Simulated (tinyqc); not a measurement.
Parabolic against non-parabolic filling: Fermi-Dirac statistics of conduction electrons.

Non-parabolic band E (1 + alpha E) = c k^2/m: n = Nc (2/sqrt(pi)) integral_0^infinity sqrt(x (1 + a x)) (1 + 2 a x) dx/(1 + exp(x - eta)) with a = alpha kT and eta = (EF - Ec)/kT; a = 0 gives n = Nc F_1/2(eta).

Constants: hbar^2/2m0 = 3.80998211 eV angstrom^2; kB = 8.617333262e-05 eV/K.

Values chosen for the exercise (out of a larger set: near those of InAs, lowest valleys alone; not measured data): m = 0.0259 m0 (density-of-states mass of the conduction band); T = 270 K; alpha = 2.63 1/eV (non-parabolicity).

N = 2 (m kB T/(4 pi c))^(3/2) with c = hbar^2/2m0, in 1/angstrom^3; times 1e24 for 1/cm^3. k_F = (3 pi^2 n)^(1/3) and the energy E0 that solves E (1 + alpha E) = c k_F^2/m give the limit of zero temperature.

EF - Ec (meV):

| n (1/cm^3) | parabolic | non-parabolic | non-parabolic, 0 K |
|---|---|---|---|
| 9.0e+15 | -52.6 | -57.8 | 6.0 |
| 4.0e+16 | -15.0 | -21.1 | 15.8 |
| 4.0e+17 | 69.7 | 53.1 | 65.2 |
| 1.0e+18 | 137.5 | 101.2 | 109.3 |
| 4.0e+18 | 353.5 | 218.6 | 223.5 |

Give the missing row, n (1/cm^3) = 1.0e+17.

Computed row:
```
n (1/cm^3)  parabolic  non-parabolic  non-parabolic, 0 K
1.0e+17          11.7            4.0                28.2
```

Non-parabolicity lowers EF by 5.3 meV at the lowest density and by 134.9 meV at the highest, where alpha (EF - Ec) = 0.57. Temperature lowers EF below its 0 K value by 63.8 meV at the lowest density and by 4.9 meV at the highest. EF enters the band between 4e+16 and 1e+17 1/cm^3.

Computed by tinyqc, a small Python program: `OMP_NUM_THREADS=1 python tinyqc.py 1650781 1650782 out.jsonl` (the numbers bound the seed that draws the inputs); one thread of a shared host (Intel(R) Xeon(R) Processor @ 2.30GHz), about 0.02 s for the whole set of steps.
